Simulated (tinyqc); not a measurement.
Square on-chip spiral inductor, lumped pi model: quality factor against frequency.

Outer diameter do = di + 2 n wd + 2 (n - 1) sp, mean da = (do + di)/2, fill p = (do - di)/(do + di), length l = 4 n da. L = 2.34 mu0 n^2 da/(1 + 2.75 p), mu0 = 4 pi 1e-7 H/m. Rs = rho l/(wd delta (1 - exp(-th/delta))), delta = sqrt(rho/(pi f mu0)). Cs = n wd^2 eps0 eo/hu across the coil. At each end Cox = l wd eps0 eo/(2 ho) leads to the substrate branch Rsi = 2 rs he/(l wd) in parallel with Csi = l wd eps0 11.7/(2 he). With one end grounded Y = 1/(Rs + i w L) + i w Cs + 1/[1/(i w Cox) + 1/(1/Rsi + i w Csi)], w = 2 pi f; Q = -Im Y/Re Y. Eddy currents in neighbouring turns and in the substrate are left out.

Apparent inductance Im(1/Y)/w; share of the loss Re(substrate branch)/Re Y.

Parameters, values chosen for the exercise; values of the order met in silicon radio-frequency processes:
- n = 6.5 (number of turns)
- wd = 8 um (line width)
- sp = 3 um (space between turns)
- di = 100 um (inner diameter)
- th = 2 um (metal thickness)
- rho = 2.2 uohm cm (metal resistivity)
- ho = 7.7 um (oxide below the coil)
- hu = 1 um (oxide between coil and underpass)
- eo = 3.9 (relative permittivity of the oxide)
- rs = 100 ohm cm (substrate resistivity)
- he = 50 um (effective spreading depth in the substrate)

Constants: eps0 = 8.8541878128e-12 F/m. Results are converted to the units shown.

Results:
```
f (GHz),Rs (ohm),w L/Rs,Q,apparent inductance (nH),loss in the substrate (%)
0.13,6.991,1.155,1.153,9.884,0.01789
0.22,7.300,1.872,1.866,9.891,0.09174
0.36,7.684,2.910,2.885,9.908,0.4213
0.59,8.195,4.471,4.359,9.946,1.654
0.96,8.866,6.724,6.265,10.04,5.079
1.6,9.817,10.12,8.395,10.30,13.23
4.2,12.70,20.54,7.965,13.46,46.50
6.9,15.03,28.51,2.531,32.19,66.62
```

Estimate the missing row, f = 2.6 GHz.

Computed row:
```
f (GHz),Rs (ohm),w L/Rs,Q,apparent inductance (nH),loss in the substrate (%)
2.6,11.05,14.62,9.470,11.02,27.31
```

With this row back in the table: Q goes from 1.15 through a maximum of 9.47 (at f = 2.6 GHz among the rows listed) to 2.53; the exact peak is 9.47 at 2.62 GHz and Q reaches zero at the self-resonance, 8.06 GHz. The share of the substrate rises from 0.0179 to 66.6 %, and the apparent inductance ends at 3.26 times L. At the peak the substrate takes 27.6 % of the loss. For f = 6.9 the coil is longer than 0.15 of a wavelength in the oxide, where one lumped section is rough.

Computed by the program tinyqc: `OMP_NUM_THREADS=1 python tinyqc.py 2302072 2302073 out.jsonl`, one thread of a shared Intel Xeon 2.30GHz, about 0.01 s for the whole run.
